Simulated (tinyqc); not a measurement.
Inside a calculation. Method: Pariser-Parr-Pople SCF with singles CI, for the molecule c1ccc2ccccc2c1 (SMILES; centres numbered as the heavy atoms are written). One step of it, computed by the program tinyqc.

Question. PPP integrals. Mataga-Nishimoto: gamma = 14.399645/(R + a), a = 2 x 14.399645/(gamma_rr + gamma_ss); H_rr = -W_r - sum_(s != r) z_s gamma_rs; H_rs = beta for bonds.

Centres (angstrom, eV; a flat drawing with bonds scaled to 1.40 angstrom):
```
centre          x          y  core charge z          W   gamma_rr
1C       2.425000  -0.700000              1  11.160000  11.130000
2C       2.425000   0.700000              1  11.160000  11.130000
3C       1.212000   1.400000              1  11.160000  11.130000
4C       0.000000   0.700000              1  11.160000  11.130000
5C      -1.212000   1.400000              1  11.160000  11.130000
6C      -2.425000   0.700000              1  11.160000  11.130000
7C      -2.425000  -0.700000              1  11.160000  11.130000
8C      -1.212000  -1.400000              1  11.160000  11.130000
9C       0.000000  -0.700000              1  11.160000  11.130000
10C      1.212000  -1.400000              1  11.160000  11.130000
```

Resonance integrals (eV):
```
i    j       beta
1    2  -2.390000
2    3  -2.390000
3    4  -2.390000
4    5  -2.390000
5    6  -2.390000
6    7  -2.390000
7    8  -2.390000
8    9  -2.390000
9   10  -2.390000
10   1  -2.390000
9    4  -2.390000
```

Give: repulsion gamma_rs; core matrix H.

Answer.

repulsion gamma_rs (eV):
```
          1C       2C       3C       4C       5C       6C       7C       8C
1C   11.1300   5.3455   3.8720   3.5174   2.6212   2.2706   2.3438   2.8814
2C    5.3455  11.1300   5.3446   3.8722   2.8814   2.3438   2.2706   2.6212
3C    3.8720   5.3446  11.1300   5.3463   3.8732   2.8814   2.6212   2.8815
4C    3.5174   3.8722   5.3463  11.1300   5.3463   3.8722   3.5174   3.8725
5C    2.6212   2.8814   3.8732   5.3463  11.1300   5.3446   3.8720   3.5175
6C    2.2706   2.3438   2.8814   3.8722   5.3446  11.1300   5.3455   3.8720
7C    2.3438   2.2706   2.6212   3.5174   3.8720   5.3455  11.1300   5.3446
8C    2.8814   2.6212   2.8815   3.8725   3.5175   3.8720   5.3446  11.1300
9C    3.8722   3.5174   3.8725   5.3455   3.8725   3.5174   3.8722   5.3463
10C   5.3446   3.8720   3.5175   3.8725   2.8815   2.6212   2.8814   3.8732

          9C      10C
1C    3.8722   5.3446
2C    3.5174   3.8720
3C    3.8725   3.5175
4C    5.3455   3.8725
5C    3.8725   2.8815
6C    3.5174   2.6212
7C    3.8722   2.8814
8C    5.3463   3.8732
9C   11.1300   5.3463
10C   5.3463  11.1300
```

core matrix H (eV):
```
           1C        2C        3C        4C        5C        6C        7C        8C
1C   -43.2286   -2.3900    0.0000    0.0000    0.0000    0.0000    0.0000    0.0000
2C    -2.3900  -43.2286   -2.3900    0.0000    0.0000    0.0000    0.0000    0.0000
3C     0.0000   -2.3900  -45.3701   -2.3900    0.0000    0.0000    0.0000    0.0000
4C     0.0000    0.0000   -2.3900  -49.7222   -2.3900    0.0000    0.0000    0.0000
5C     0.0000    0.0000    0.0000   -2.3900  -45.3701   -2.3900    0.0000    0.0000
6C     0.0000    0.0000    0.0000    0.0000   -2.3900  -43.2286   -2.3900    0.0000
7C     0.0000    0.0000    0.0000    0.0000    0.0000   -2.3900  -43.2286   -2.3900
8C     0.0000    0.0000    0.0000    0.0000    0.0000    0.0000   -2.3900  -45.3701
9C     0.0000    0.0000    0.0000   -2.3900    0.0000    0.0000    0.0000   -2.3900
10C   -2.3900    0.0000    0.0000    0.0000    0.0000    0.0000    0.0000    0.0000

           9C       10C
1C     0.0000   -2.3900
2C     0.0000    0.0000
3C     0.0000    0.0000
4C    -2.3900    0.0000
5C     0.0000    0.0000
6C     0.0000    0.0000
7C     0.0000    0.0000
8C    -2.3900    0.0000
9C   -49.7222   -2.3900
10C   -2.3900  -45.3701
```
